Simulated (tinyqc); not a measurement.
# Short-channel transistor, virtual-source model with series resistance: transfer curves at low and high drain voltage

The current per gate width is the charge at the top of the source barrier (the virtual source) times its velocity times a saturation function; al and be are fitting constants of the model. Units: I in uA/um, Rs in ohm um, so I Rs = 1e-6 I Rs in volts; Q in uC/cm^2, so I = 1e-4 Q vx0 Fsat with vx0 in cm/s.

Intrinsic voltages Vg' = Vgs - I Rs, Vd' = Vds - 2 I Rs. n = n0 + nd Vd', VT = VT0 - dl Vd', Ff = 1/(1 + exp((Vg' - VT + al Vt/2)/(al Vt))), Q = Cinv n Vt ln(1 + exp((Vg' - VT + al Vt Ff)/(n Vt))), Vdsat = (vx0 L/mu)(1 - Ff) + Vt Ff, Fsat = u/(1 + u^be)^(1/be) with u = Vd'/Vdsat, and I = Q vx0 Fsat per width. I is solved self-consistently. Columns for Vds = 0.05 V and 0.8 V; gm = dI/dVgs at 0.8 V.

Parameters, values chosen for the exercise: temperature T = 300 K; inversion capacitance Cinv = 1.79 uF/cm^2; velocity at the virtual source vx0 = 3.29e7 cm/s; apparent mobility mu = 200 cm^2/(V s); channel length L = 25 nm; threshold at zero drain voltage VT0 = 0.365 V; drain-induced barrier lowering dl = 0.17 V/V; subthreshold factor n0 = 1.16; growth of n with drain voltage nd = 0.1 1/V; threshold shift (in units of Vt) from weak to strong inversion al = 3.5; sharpness of saturation be = 1.6; series resistance of each contact Rs = 70 ohm um.

Constants: q = 1.602176634e-19 C, kB = 1.380649e-23 J/K, Vt = kB T/q. Results are converted to the units shown.

Results:
```
Vgs (V)  I, low Vds (uA/um)  I, high Vds (uA/um)  gm (uS/um)
0                   0.01730                1.768       48.83
0.1                  0.3224                21.98       484.9
0.2                   3.660                129.4        1725
0.3                   20.90                351.0        2572
0.5                   87.62                913.3        2913
0.6                   117.3                 1204        2898
0.7                   143.0                 1491        2829
0.8                   164.8                 1769        2723
```

Estimate the missing row, Vgs = 0.4 V.

Computed row:
```
Vgs (V)  I, low Vds (uA/um)  I, high Vds (uA/um)  gm (uS/um)
0.4                   54.37                624.5        2843
```

With this row back in the table: At Vds = 0.8 V the current spans 3.0 decades, from 1.77 to 1770 uA/um. Between the first two rows the swing is 91.4 mV a decade, against n Vt ln 10 = 73.8. At Vgs = 0 the higher drain voltage raises the current by a factor of 102, at Vgs = 0.8 V by 10.7. The transconductance goes from 48.8 through a maximum of 2910 (at Vgs = 0.5 V among the rows listed) to 2720 uS/um; Cinv vx0, its value in strong inversion and saturation without series resistance, is 5890 uS/um.

Computed by the program tinyqc: `OMP_NUM_THREADS=1 python tinyqc.py 2380001 2380002 out.jsonl`, one thread of a shared Intel Xeon 2.30GHz, about 0.01 s for the whole run.
